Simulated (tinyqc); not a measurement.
Worked calculation: surface photovoltage measurement of the minority-carrier diffusion length in a wafer. Computed by tinyqc, a small Python program that keeps every step. Command: `OMP_NUM_THREADS=1 python tinyqc.py 3130203 3130204 out.jsonl spv walk`. One thread of a shared host (Intel(R) Xeon(R) Processor @ 2.30GHz), about 0.01 s of CPU time with the checks. Intermediate numbers are printed to about 6 digits and carried at full precision; extremes and crossings named in words are read from the listed rows.

Low injection, steady light, a depletion layer much thinner than 1/alpha and L. The excess density dn is taken at the front edge of the neutral region; light that reaches the back is lost.

Inputs (values chosen for the exercise, modelled on p-type silicon at room temperature):
```
quantity,value,unit
diffusion length L,610,micrometre
wafer thickness W,300,micrometre
diffusivity D,30.9,cm^2/s
front recombination velocity S_f,27000,cm/s
back recombination velocity S_b,1000,cm/s
photon flux entering,3.1e+13,1/(cm^2 s)
minority density at the surface barrier scale n_0,2e+09,1/cm^3
temperature T,298,K
wavelength,826,nm
relative noise of each reading,0.5,%
diffusion length after pair splitting over L,0.89,-
iron factor C,1.05e+16,micrometre^2/cm^3
```

Constants: k_B = 8.617333262e-05 eV/K.

## One wavelength

alpha = (84.732/lambda - 76.417)^2 per cm with lambda in micrometre (an empirical fit for silicon between 0.7 and 1.05 micrometre). Thick wafer: dn = Phi L/((S_f + D/L)(L + 1/alpha)). Finite wafer, with s = S_b L/D, w = W/L, a = alpha L: dn = [Phi a/(a^2 - 1)] [a - B - exp(-alpha W)(a - s)/(cosh w + s sinh w)]/(S_f + B D/L), B = (sinh w + s cosh w)/(cosh w + s sinh w). Photovoltage V = (k_B T/e) ln(1 + dn/n_0). Lifetime = L^2/D.

alpha = 684.561 1/cm

penetration depth 1/alpha = 14.6079 micrometre

dn, thick wafer = 1.10065e+09 1/cm^3

B = 1.27916

dn, finite wafer = 1.08752e+09 1/cm^3

photovoltage V = 11.1506 mV

lifetime = 120.421 microsecond

Caution: dn is not small against n_0, so V is not linear in the flux; the constant-flux reading then needs dn, not V.

## The linear plot

normal deviates g for the noise: [0.13, -0.91, -1.08, -0.62, -0.03, 1.28, -0.14]

Readings y = (Phi/dn) (1 + noise x g) at 780, 830, 880, 920, 950, 975 and 995 nm; a least-squares line y = c (1/alpha + L_app) gives L_app = intercept/slope.

Readings:
```
lambda (nm),1/alpha (micrometre),y (cm/s),line (cm/s)
780,9.636,28229.5,27824.7
830,15.176,28409.2,28262.9
880,25.330,28991.2,29066.2
920,40.658,30005.7,30278.8
950,61.278,31501.3,31910.1
975,90.917,34130.3,34254.9
995,130.888,37747.6,37417.0
```

slope = 79.1108 cm/(s micrometre)

apparent length L_app = 342.082 micrometre

error of L_app (rounded to 0.001) = -43.921 %

Without noise the error would be -42.7 %, from the finite thickness at W/L = 0.5. S_f scales all readings alike and leaves L_app unchanged.

## Where the wafer is too thin

No noise; L is varied at fixed W, and the last two columns set S_b to 0 and to 1e7 cm/s.

Apparent length (micrometre):
```
L,W/L,given S_b,S_b = 0,S_b = 1e7
15,20.0000,15.000,15.000,15.000
30,10.0000,30.000,30.000,29.999
60,5.0000,60.056,60.124,59.704
90,3.3333,90.498,91.495,87.127
150,2.0000,151.183,163.544,127.752
240,1.2500,227.664,292.811,158.787
390,0.7692,303.103,510.881,177.598
630,0.4762,351.609,759.673,186.222
1200,0.2500,380.241,993.410,190.452
```

With a fast back surface L_app levels off, at 190 micrometre in the last row; with a passive one it reaches up to 1.31 times L among these rows and is 993 in the last. All three columns are within 5 % of L down to W/L = 3.3.

## Iron from two lengths

Splitting iron-boron pairs in boron-doped silicon shortens L; with nothing else changing, [Fe] = C (1/L_after^2 - 1/L^2). It is evaluated with the true lengths and with the apparent ones (without noise), which differ when the wafer is not thick against L.

L_after = 542.9 micrometre

[Fe] from the true lengths = 7.40635e+09 1/cm^3

[Fe] from the apparent lengths = 4.93696e+09 1/cm^3

bias, apparent over true less 1 (rounded to 0.001) = -33.341 %

Checks made by the program: dn against a finite-difference solution (relative difference 2e-06).
